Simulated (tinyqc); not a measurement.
Delay unit and parasitic delay from two ring oscillators.

Question. A ring of 51 inverters oscillates at 1/(2 x 51 d), with stage delay d = tau (h + p) for fan-out h. Find tau, p and the delay at fan-out 4.

frequencies of 51-stage ring oscillators with fan-out 1 and 6 (GHz): 0.62165418  0.23165783

Answer. d is a straight line in h with slope tau and intercept tau p.

tau = 5.31 ps
p = 1.97
delay at fan-out 4 = 31.7 ps

tinyqc, about 0.01 s, one thread, Intel Xeon 2.30GHz (shared host): `OMP_NUM_THREADS=1 python tinyqc.py 2082133 2082134 out.jsonl`
